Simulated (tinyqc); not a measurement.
Finnis-Sinclair potential for a bcc metal: fit to cohesion and elasticity, then vacancy, surfaces and structure: one step, computed by the program tinyqc. Command: `OMP_NUM_THREADS=1 python tinyqc.py 3110289 3110290 out.jsonl fsfit walk`. One thread of a shared host (Intel(R) Xeon(R) Processor @ 2.30GHz), about 0.01 s of CPU time with the checks.

E = (1/2) sum V(r) - A sqrt(rho), rho = sum phi(r), phi = (r - d)^2 for r < d, V = (r - c)^2 (c0 + c1 r + c2 r^2) for r < c. In bcc the 8 first neighbours lie at sqrt(3) a/2 and the 6 second at a; both cut-offs lie below the third shell; Omega = a^3/2; E is per atom and z the number of atoms in a shell. The four constants A, c0, c1, c2 are fitted to E_c, zero pressure, B and C12 - C44 alone, so C44 and C11 - C12 are not matched singly; defects are unrelaxed.

Task: Unrelaxed vacancy. E_v = -A sum_shells z [sqrt(rho - phi(r)) - sqrt(rho)] - (1/2) sum z V(r): the neighbours lose one bond each, and the atom is put back in the bulk.

Inputs (values chosen for the exercise, modelled on tantalum):

| quantity | value | unit |
|---|---|---|
| lattice constant a | 3.306 | angstrom |
| cohesive energy E_c | 7.98 | eV |
| density cut-off d/a | 1.245 | - |
| pair cut-off c/a | 1.262 | - |

c0, c1, c2 (eV/angstrom^2, eV/angstrom^3, eV/angstrom^4): 2.688767  -1.013402  0.075338

A = 2.737984 eV/angstrom

rho = 16.49418 angstrom^2

Give: V at the two shells; phi at the two shells; vacancy energy E_v; E_v/E_c.

Result:

V at the two shells (eV): 0.694  0.121

phi at the two shells (angstrom^2): 1.57  0.66

vacancy energy E_v = 2.54 eV

E_v/E_c = 0.318

A pair potential would give E_v = E_c; the square root lowers the ratio to 0.32.
